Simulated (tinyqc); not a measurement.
MP2 on RHF in the sto-3g basis, for H6, spin multiplicity 1, step by step. One step of it, computed by the program tinyqc.

Question. Orthogonalisation. S = U s U^T; symmetric (Loewdin) form X = U s^(-1/2) U^T, so that X^T S X = 1.

overlap S:
```
          1H 1s     2H 1s     3H 1s     4H 1s     5H 1s     6H 1s
1H 1s  1.000000  0.663800  0.128297  0.034439  0.002218  0.000308
2H 1s  0.663800  1.000000  0.376576  0.128297  0.012478  0.002218
3H 1s  0.128297  0.376576  1.000000  0.663800  0.128089  0.034372
4H 1s  0.034439  0.128297  0.663800  1.000000  0.376083  0.128089
5H 1s  0.002218  0.012478  0.128089  0.376083  1.000000  0.663800
6H 1s  0.000308  0.002218  0.034372  0.128089  0.663800  1.000000
```

Give: eigenvalues of S; X.

Answer.

eigenvalues of S: 0.202  0.293  0.423  1.227  1.698  2.157

X:
```
        1H 1s   2H 1s   3H 1s   4H 1s   5H 1s   6H 1s
1H 1s   1.261  -0.506   0.073  -0.021   0.003  -0.001
2H 1s  -0.506   1.353  -0.301   0.077  -0.008   0.003
3H 1s   0.073  -0.301   1.366  -0.540   0.077  -0.021
4H 1s  -0.021   0.077  -0.540   1.365  -0.300   0.073
5H 1s   0.003  -0.008   0.077  -0.300   1.353  -0.506
6H 1s  -0.001   0.003  -0.021   0.073  -0.506   1.261
```
